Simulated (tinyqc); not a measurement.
One-sided p+-n junction, ionisation integral and breakdown: one step of the calculation.

A p+ layer at x < 0 and an n drift layer from x = 0. Depletion approximation, built-in voltage neglected. Local ionisation coefficients alpha_n = an exp(-(bn/E)^mx), alpha_p = ap exp(-(bp/E)^mx). Electrons move towards +x, holes towards x = 0.

Question. Field and ionisation coefficients on a grid. W = sqrt(2 eps0 eps_r V/(q N)), peak field E0 = q N W/(eps0 eps_r), falling linearly to 0 at W. Grid: 12 equal steps from 0 to fr W.

Inputs (values chosen for the exercise); material values close to those of gallium nitride:

| symbol | value | unit | meaning |
|---|---|---|---|
| eps_r | 9.46 |  | relative permittivity |
| an | 2.89e8 | 1/cm | prefactor of the electron ionisation coefficient |
| bn | 3.47e7 | V/cm | field constant for electrons |
| ap | 1.34e8 | 1/cm | prefactor of the hole ionisation coefficient |
| bp | 1.93e7 | V/cm | field constant for holes |
| mx | 1 |  | exponent |
| N | 3.4e15 | cm^-3 | donor density of the drift layer |
| V | 2560 | V | reverse voltage |
| fr | 0.5 |  | share of the depleted width that the grid covers |

Constants: q = 1.602176634e-19 C, eps0 = 8.8541878128e-14 F/cm where lengths are in cm. Results are converted to the units shown.

Wanted: W; x; E; alpha_n; alpha_p.

Answer.

W = 28.058 um

```
point  x (um)  E (kV/cm)  alpha_n (1/cm)  alpha_p (1/cm)
0       0.000     1824.8          1.5935          3417.7
1       1.169     1748.7         0.69707          2157.8
2       2.338     1672.7         0.28286          1306.6
3       3.507     1596.7         0.10533          754.28
4       4.676     1520.6        0.035533          412.15
5       5.845     1444.6        0.010691          211.32
6       7.015     1368.6       0.0028151          100.60
7       8.184     1292.6       6.3352e-4          43.887
8       9.353     1216.5       1.1832e-4          17.260
9      10.522     1140.5       1.7669e-5          5.9938
10     11.691     1064.5       2.0108e-6          1.7896
11     12.860     988.42       1.6381e-7         0.44364
12     14.029     912.39       8.7859e-9        0.087167
```

Numbers from tinyqc (`OMP_NUM_THREADS=1 python tinyqc.py 2120102 2120103 out.jsonl`; about 0.1 s on one thread of a shared Intel Xeon 2.30GHz).
